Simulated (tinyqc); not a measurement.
Ferroelectric hysteresis, discrete Preisach model: which history is remembered.

25 bistable elements (j, k) switch to +1 when V reaches u_j and to -1 when V falls to -u_k, and keep their state between. P = Ps sum w_jk s_jk. All elements start at -1. No time dependence and no dielectric part.

w_jk is proportional to exp[-(a_j^2 + a_k^2 - 2 cr a_j a_k)/(2 (1 - cr^2))], a_j = (u_j - Vc)/sg, and the weights sum to one. Each row applies its voltages in turn to the starting state.

Values chosen for this exercise:

| symbol | value | unit | meaning |
|---|---|---|---|
| Ps | 25 | uC/cm^2 | saturation polarisation |
| Vc | 1 | V | mean coercive voltage |
| sg | 0.35 | V | spread of the switching voltages |
| up | [0.25, 0.75, 1.25, 1.75, 2.25] | V | list of the u_j |
| cr | 0.8 |  | correlation of up and down voltages |

Final polarisation:
```
	P (uC/cm^2)
+2 V	24.956
+1.5, -1, +2 V	24.956
+2, -1.5 V	-22.294
+2, -1, +1, -1.5 V	-22.294
+2.5, -1.5, +1.5 V	24.346
+1.5 V	22.251
```

What does the table show?

Rows 1 and 2 agree, and so do rows 3 and 4: a larger excursion wipes out the smaller ones before it. Rows 5 and 6 end at the same voltage yet differ by 2.10 uC/cm^2, because row 5 keeps elements set by the earlier full write that the negative pulse did not reach.

tinyqc, about 0.01 s, one thread, Intel Xeon 2.30GHz (shared host): `OMP_NUM_THREADS=1 python tinyqc.py 2860044 2860045 out.jsonl`
